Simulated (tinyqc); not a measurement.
Type-II superlattice in the two-band Kane model: one step. Transfer matrices.

Motion along the axis, period d = a + b, c = hbar^2/2m0. Conduction and light-hole bands couple: (E - Ec)(E - Ev) = Ep c k^2 in each layer, with mass m(E) = (E - Ev)/Ep, which may be negative. The conduction envelope psi and psi'/m(E) are continuous; a layer carries them by [[cos kt, (m/k) sin kt], [-(k/m) sin kt, cos kt]] (cosh and sinh for k^2 < 0), and cos(q d) = tr(M_B M_A)/2. C1 is the first miniband above EvB, with its bottom at tr/2 = +1 and its top at -1; the gap is the bottom of C1 less the top heavy-hole level HH1.

Constants: hbar^2/2m0 = 3.80998211 eV angstrom^2.

Parameters, chosen for this exercise (near those of an InAs/GaSb superlattice; not measured data): a = 30 angstrom (layer A); b = 46 angstrom (layer B); EcA = 0 eV (conduction edge of A); EvA = -0.412 eV (valence edge of A); EcB = 1.001 eV (conduction edge of B); EvB = 0.177 eV (valence edge of B); EpA = 14.1 eV (coupling energy in A); EpB = 17.9 eV (coupling energy in B); E = 0.334 eV (trial energy).

Problem. Form M_A, M_B and half the trace of their product.

Give: M_A (angstrom units); M_B (angstrom units); tr/2.

Solution.

M_A (angstrom units):
```
          1         2
1  -0.45495   0.69181
2   -1.1463  -0.45495
```

M_B (angstrom units):
```
        1        2
1  3.1149  0.66031
2  13.180   3.1149
```

tr/2 = 2.7634

E lies in a gap of the coupled bands.

Computed by tinyqc, a small Python program: `OMP_NUM_THREADS=1 python tinyqc.py 1280966 1280967 out.jsonl` (the numbers bound the seed that draws the inputs); one thread of a shared host (Intel(R) Xeon(R) Processor @ 2.30GHz), about 0.04 s for the whole set of steps.
